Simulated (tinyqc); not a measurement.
Hueckel theory of the pi electrons, for the molecule Bc1ccc([CH2+])cc1 (SMILES; centres numbered as the heavy atoms are written), step by step. One step of it, computed by the program tinyqc.

Question. Energy, charges, bond orders. E = sum n x; q_r = z_r - P_rr; bond order p = P_rs; free valence = sqrt(3) - sum of p over the bonds of the atom.

x values: [2.120483, 1.327328, 1.000000, 0.064865, -0.801357, -1.000000, -1.548717, -2.162602]

occupations: [2.000000, 2.000000, 2.000000, 0.000000, 0.000000, 0.000000, 0.000000, 0.000000]

charge and bond-order matrix P, order 1B, 2C, 3C, 4C, 5C, 6C, 7C, 8C:
$$\begin{pmatrix}
0.071488 & 0.253043 & 0.166885 & 0.015533 & -0.094408 & -0.093475 & 0.015533 & 0.166885 \\
0.253043 & 0.909794 & 0.622089 & 0.125730 & -0.224023 & -0.268404 & 0.125730 & 0.622089 \\
0.166885 & 0.622089 & 0.959352 & 0.693596 & 0.024570 & -0.079295 & -0.306404 & -0.040648 \\
0.015533 & 0.125730 & 0.693596 & 0.858193 & 0.531920 & 0.292975 & -0.141807 & -0.306404 \\
-0.094408 & -0.224023 & 0.024570 & 0.531920 & 0.984789 & 0.611215 & 0.531920 & 0.024570 \\
-0.093475 & -0.268404 & -0.079295 & 0.292975 & 0.611215 & 0.398840 & 0.292975 & -0.079295 \\
0.015533 & 0.125730 & -0.306404 & -0.141807 & 0.531920 & 0.292975 & 0.858193 & 0.693596 \\
0.166885 & 0.622089 & -0.040648 & -0.306404 & 0.024570 & -0.079295 & 0.693596 & 0.959352
\end{pmatrix}$$

Centres:
```
centre  z_r, pi electrons of the neutral centre          h
1B                                            0  -1.000000
2C                                            1   0.000000
3C                                            1   0.000000
4C                                            1   0.000000
5C                                            1   0.000000
6C                                            1   0.000000
7C                                            1   0.000000
8C                                            1   0.000000
```

Bonds:
```
i  j         k
1  2  0.700000
2  3         1
3  4         1
4  5         1
5  6         1
5  7         1
7  8         1
8  2         1
```

Give: pi energy = 6 alpha + this times beta; pi charges; Bond orders and lengths from R = 1.517 - 0.180 p; free valence of the carbons; gap between the highest filled and the next level.

Answer.

pi energy = 6 alpha + this times beta = 8.896

pi charges: 1B -0.071, 2C 0.090, 3C 0.041, 4C 0.142, 5C 0.015, 6C 0.601, 7C 0.142, 8C 0.041

Bond orders and lengths from R = 1.517 - 0.180 p (angstrom, C-C alone):
```
bond      p      R
1-2   0.253      -
2-3   0.622  1.405
3-4   0.694  1.392
4-5   0.532  1.421
5-6   0.611  1.407
5-7   0.532  1.421
7-8   0.694  1.392
8-2   0.622  1.405
```

free valence of the carbons: 2C 0.235, 3C 0.416, 4C 0.507, 5C 0.057, 6C 1.121, 7C 0.507, 8C 0.416

gap between the highest filled and the next level = 0.935 |beta|
